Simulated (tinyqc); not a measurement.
Velocity overshoot from momentum and energy balance equations after a field step. From one set of inputs to another, one input at a time. Computed by tinyqc, a small Python program. Command: `OMP_NUM_THREADS=1 python tinyqc.py 3003311 3003312 out.jsonl overshoot ladder`. One thread of a shared host (Intel(R) Xeon(R) Processor @ 2.30GHz), about 0.06 s of CPU time with the checks.

At t = 0 the field jumps from 0 to F in a uniform sample. v is the drift velocity and u = w - (3/2) k_B T the excess energy per carrier.

The inputs printed are set A. Set A is modelled on electrons in germanium except for tau_E; the values taken over come from a set modelled on electrons in 4H-SiC except for tau_E. Inputs not listed in the table keep their values of set A, so the rows need not describe a real material.

Inputs (values chosen for the exercise, modelled on electrons in germanium except for tau_E):
```
quantity                      value        unit
effective mass m               0.12         m_0
low-field mobility mu_0        4100  cm^2/(V s)
saturation velocity v_s        0.65    1e7 cm/s
energy relaxation time tau_E   0.39          ps
field after the step F           14       kV/cm
lattice temperature T           300           K
time step dt                      2          fs
```

Scheme: explicit Euler.

Constants: m_0 = 9.1093837015e-31 kg; e = 1.602176634e-19 C; k_B = 8.617333262e-05 eV/K.

Method:
- dv/dt = e F/m - v/tau_m(u), du/dt = e F v - u/tau_E, tau_m(u) = tau_0/(1 + c u), tau_0 = m mu_0/e, c = mu_0/(e tau_E v_s^2); this choice gives the steady state v (1 + mu_0 F v/v_s^2) = mu_0 F, which saturates at v_s. Steady velocity v = 2 mu_0 F/(1 + sqrt(1 + 4 (mu_0 F/v_s)^2)); u = e F v tau_E; carrier temperature T + 2u/(3 k_B), neglecting the drift energy m v^2/2.
- Step: v_new = v + dt (e F/m - v/tau_m(u)), u_new = u + dt (e F v - u/tau_E). Start v = u = 0; the distance adds dt (v + v_new)/2.
- Run to 8 times the larger of tau_E and tau_0, but at most 20001 steps, and stop early if |v| > 1000 v_s or u < -1/(2c); the run is accepted if the last v is within 0.5 % of the steady value.

Each row keeps all changes above it:
```
input moved                           from    to  peak velocity (1e7 cm/s)  steady velocity (1e7 cm/s)  steady carrier temperature (K)
set A                                    -     -                     1.391                       0.614                             559
low-field mobility mu_0 (cm^2/(V s))  4100   940                     0.896                       0.509                             515
saturation velocity v_s (1e7 cm/s)    0.65   1.9                     1.161                       0.972                             710
effective mass m (m_0)                0.12  0.37                     1.065                       0.972                             710
field after the step F (kV/cm)          14    33                     1.901                       1.405                            1699
energy relaxation time tau_E (ps)     0.39  0.28                     1.804                       1.405                            1305
```

Where does the difference come from?

Peak velocity goes from 1.39 to 1.80, a factor 1.30 in all. The largest single move comes from field after the step F (a factor 1.79), and low-field mobility mu_0 works against it (a factor 0.644). Steady velocity goes from 0.614 to 1.41, a factor 2.29 in all. The largest single move comes from saturation velocity v_s (a factor 1.91), and low-field mobility mu_0 works against it (a factor 0.829). Steady carrier temperature goes from 559 to 1300, a factor 2.33 in all. The largest single move comes from field after the step F (a factor 2.39), and energy relaxation time tau_E works against it (a factor 0.768). The single moves hold for this order of the switches; the total does not depend on the order.

Extremes, crossings and ranges named in words are read from the listed rows.
